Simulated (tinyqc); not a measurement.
Empirical pseudopotential in a few plane waves, step by step. One step of it, computed by the program tinyqc.

Question. Bloch Hamiltonian at k. Basis: the 15 shortest G (labels in 2 pi/a), the same at every k. H(G,G') = c |k + G|^2 delta + VS(|G-G'|^2) cos((G-G').tau) + i VA sin((G-G').tau), tau = a/8 (1,1,1); 1 Ry = 13.605693 eV.

Parameters chosen for this model: fcc lattice, atoms at +/- a/8 (1,1,1); form factors in rydberg at |G|^2 in units of (2 pi/a)^2:
```
parameter,value,unit
a,5.350000,angstrom
VS(3),-0.238000,Ry
VS(8),0.056000,Ry
VS(11),0.042000,Ry
VA(3),0.119000,Ry
VA(4),0.042000,Ry
VA(11),0.032000,Ry
hbar^2/2m (2 pi/a)^2,5.255029,eV
```

k point k (2 pi / a): 0.450000  0.140000  0.570000

Give: H(k) at k.

Answer.

H(k) at k (eV), lower triangle (Hermitian):
```
,+0+0+0,-1-1-1,-1-1+1,-1+1-1,-1+1+1,+1-1-1,+1-1+1,+1+1-1,+1+1+1,-2+0+0,+0-2+0,+0+0-2,+0+0+2,+0+2+0,+2+0+0
+0+0+0,2.875
-1-1-1,2.290-1.145i,6.448
-1-1+1,-2.290-1.145i,0.000+0.571i,18.429
-1+1-1,-2.290-1.145i,0.000+0.571i,0.762,9.391
-1+1+1,-2.290+1.145i,-0.762,0.000+0.571i,0.000+0.571i,21.372
+1-1-1,-2.290-1.145i,0.000+0.571i,0.762,0.762,0.000,15.907
+1-1+1,-2.290+1.145i,-0.762,0.000+0.571i,0.000,0.762,0.000+0.571i,27.888
+1+1-1,-2.290+1.145i,-0.762,0.000,0.000+0.571i,0.762,0.000+0.571i,0.762,18.850
+1+1+1,2.290+1.145i,0.000,-0.762,-0.762,0.000+0.571i,-0.762,0.000+0.571i,0.000+0.571i,30.831
-2+0+0,0.000-0.571i,-2.290+1.145i,-2.290-1.145i,-2.290-1.145i,2.290-1.145i,0.404-0.308i,-0.404-0.308i,-0.404-0.308i,-0.404+0.308i,14.436
+0-2+0,0.000-0.571i,-2.290+1.145i,-2.290-1.145i,0.404-0.308i,-0.404-0.308i,-2.290-1.145i,2.290-1.145i,-0.404-0.308i,-0.404+0.308i,0.762,20.952
+0+0-2,0.000-0.571i,-2.290+1.145i,0.404-0.308i,-2.290-1.145i,-0.404-0.308i,-2.290-1.145i,-0.404-0.308i,2.290-1.145i,-0.404+0.308i,0.762,0.762,11.913
+0+0+2,0.000+0.571i,-0.404-0.308i,2.290+1.145i,-0.404+0.308i,-2.290+1.145i,-0.404+0.308i,-2.290+1.145i,0.404+0.308i,-2.290-1.145i,-0.762,-0.762,0.000,35.876
+0+2+0,0.000+0.571i,-0.404-0.308i,-0.404+0.308i,2.290+1.145i,-2.290+1.145i,-0.404+0.308i,0.404+0.308i,-2.290+1.145i,-2.290-1.145i,-0.762,0.000,-0.762,0.762,26.837
+2+0+0,0.000+0.571i,-0.404-0.308i,-0.404+0.308i,-0.404+0.308i,0.404+0.308i,2.290+1.145i,-2.290+1.145i,-2.290+1.145i,-2.290-1.145i,0.000,-0.762,-0.762,0.762,0.762,33.354
```
